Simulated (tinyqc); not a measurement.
# Configuration-coordinate model of a defect: Huang-Rhys factor and luminescence line shape, step by step

A worked calculation. Computed by tinyqc, a small Python program that keeps every step. Command: `OMP_NUM_THREADS=1 python tinyqc.py 3016375 3016376 out.jsonl ccline walk`. One thread of a shared host (Intel(R) Xeon(R) Processor @ 2.30GHz), about 0.01 s of CPU time with the checks. Intermediate numbers are printed to about 6 digits and carried at full precision; extremes and crossings named in words are read from the listed rows.

Ground state E_g(Q) = (1/2) omega_g^2 Q^2; excited state E_e(Q) = E_0 + (1/2) omega_e^2 (Q - dQ)^2 with E_0 = E_ZPL - (hbar omega_e - hbar omega_g)/2. Q is mass-weighted; the dipole does not depend on Q (Condon approximation).

Inputs (values chosen for the exercise, for a model defect):

| quantity | value | unit |
|---|---|---|
| zero-phonon energy E_ZPL | 0.906 | eV |
| displacement dQ | 0.937 | u^(1/2) angstrom |
| ground-state phonon hbar omega_g | 31.5 | meV |
| excited-state phonon hbar omega_e | 28.3 | meV |
| temperature T | 77 | K |
| refractive index n_r | 3.07 | - |
| transition dipole mu | 2.4 | e angstrom |
| quenching prefactor nu_0 | 7e+11 | 1/s |

Modes: different frequencies.

Constants: hbar^2/u = 4.18015928e-03 eV angstrom^2; k_B = 8.617333262e-05 eV/K; hbar = 6.582119569e-16 eV s; e = 1.602176634e-19 C; eps_0 = 8.8541878128e-12 F/m; hbar = 1.054571817e-34 J s; c = 299792458 m/s.

## Huang-Rhys factors and vertical energies

S = hbar omega dQ^2/(2 hbar^2/u) for each state; relaxation energy S hbar omega; absorption at E_0 + S_e hbar omega_e, emission at E_0 - S_g hbar omega_g; the Stokes shift is their difference.

S_g = 3.30801

S_e = 2.97196

relaxation energy, ground state = 0.104202 eV

relaxation energy, excited state = 0.0841064 eV

vertical absorption energy = 0.991706 eV

vertical emission energy = 0.803398 eV

Stokes shift = 0.188309 eV

The coupling is intermediate: phonon replicas can be resolved beside the zero-phonon line.

## Franck-Condon overlaps

Overlaps <m_e|n_g> of harmonic-oscillator functions (Hermite recursion, positive leading coefficients) by a sum over an even grid (700 points from x = -9 to 9 + d for the small table, 1500 points from -16 to 16 + d for the thermal sums), with x = Q sqrt(omega_g/hbar), d = sqrt(2 S_g) and frequency ratio omega_e/omega_g.

<m_e|n_g>:
```
           n=0        n=1        n=2        n=3        n=4        n=5        n=6
m=0   0.208834   0.359502   0.445509   0.458494   0.415287   0.341659   0.260400
m=1  -0.379283  -0.444387  -0.301445  -0.062173   0.161435   0.306763   0.362757
m=2   0.479187   0.289287  -0.073481  -0.306168  -0.310834  -0.152000   0.054849
m=3  -0.485893  -0.007661   0.326084   0.250382  -0.034146  -0.254730  -0.288015
```

From m = 0 these seven lines hold 93.9 % of the weight.

## Band at temperature T

Initial levels m = 0..24 carry Boltzmann weights exp(-m hbar omega_e/k_B T), normalised; final levels n = 0..79; a line lies at E_ZPL + m hbar omega_e - n hbar omega_g with weight w_m <m|n>^2. Moments are taken over these weights without the E^3 factor; FWHM = 2 sqrt(2 ln 2) x standard deviation; the zero-phonon weight is w_0 <0|0>^2, since the other m -> m lines are offset by m (hbar omega_e - hbar omega_g).

mean emission energy = 0.801659 eV

FWHM from the second moment = 0.144466 eV

zero-phonon weight = 0.0429990

skewness = -0.619181

## Crossing, radiative lifetime and thermal quenching

The curves cross at the root Q_c nearest dQ; the barrier is (1/2) omega_e^2 (Q_c - dQ)^2, with (1/2) omega^2 = (hbar omega)^2/(2 hbar^2/u). k_r = n_r omega^3 mu^2/(3 pi eps_0 hbar c^3) at the vertical emission energy, without local-field correction; k_nr = nu_0 exp(-barrier/k_B T) (Mott-Seitz); yield = k_r/(k_r + k_nr); T_1/2 = barrier/(k_B ln(nu_0/k_r)).

Q_c = 3.74036 u^(1/2) angstrom

classical barrier = 0.752851 eV

radiative lifetime = 28.7265 ns

luminescence yield = 1

quenching temperature T_1/2 = 881.680 K

At 77.0 K the centre is bright; tunnelling, left out here, starts the quenching earlier.

## Width and zero-phonon weight against temperature

For comparison: FWHM(0) sqrt(coth(hbar omega_e/2 k_B T)) with FWHM(0) from the first row, and exp(-S_g coth(hbar omega_e/2 k_B T)).

Against temperature:

| T (K) | mean energy (eV) | FWHM (eV) | coth law (eV) | zero-phonon weight | exp(-S coth) |
|---|---|---|---|---|---|
| 16 | 0.801707 | 0.142447 | 0.142447 | 0.0436118 | 3.65889e-02 |
| 49 | 0.801703 | 0.142622 | 0.142622 | 0.0435582 | 3.62924e-02 |
| 99 | 0.801580 | 0.147717 | 0.147708 | 0.0420308 | 2.85277e-02 |
| 160 | 0.801209 | 0.162117 | 0.162080 | 0.0380117 | 1.38051e-02 |
| 260 | 0.800374 | 0.190620 | 0.190502 | 0.0312795 | 2.69475e-03 |
| 390 | 0.799148 | 0.226116 | 0.225850 | 0.0248231 | 2.44643e-04 |
| 560 | 0.797468 | 0.267303 | 0.266782 | 0.0193504 | 9.13766e-06 |

The width grows by a factor 1.88, flat while k_B T is well below hbar omega and as sqrt(T) above; the coth law, exact only for equal frequencies, misses by at most 0.19 %. The mean energy moves by -4.2 meV because the frequencies differ. The zero-phonon weight goes from 0.0436 to 0.0194, against 0.0366 to 9.14e-6 for the exponential rule, which assumes many modes of equal frequency in both states.

Checks made by the program: grid overlaps at equal frequencies against the Poisson weights (relative difference below 1e-10).
